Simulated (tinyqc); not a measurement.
# Slope factor and drain-induced lowering from three currents

Inverse problem. With source and body at 0 V, I = A exp((Vg + dd Vd)/(nf Vt)) (1 - exp(-Vd/Vt)). Find nf, the swing nf Vt ln 10 and dd.

Values chosen for this exercise: temperature T = 358 K.

Constants: q = 1.602176634e-19 C, kB = 1.380649e-23 J/K, Vt = kB T/q. Results are converted to the units shown.

currents at (Vg, Vd) = (0, 0.05), (0, 1.2) and (0.05, 1.2) V (nA/um): [0.16100179, 2.1004680, 7.5257883]

Solution. The pair at equal Vd gives nf; the pair at equal Vg, after dividing out the factors 1 - exp(-Vd/Vt), gives dd.

nf = 1.270
swing = 90.21 mV/decade
dd = 0.08000

Computed by the program tinyqc: `OMP_NUM_THREADS=1 python tinyqc.py 2242152 2242153 out.jsonl`, one thread of a shared Intel Xeon 2.30GHz, about 0.03 s for the whole run.
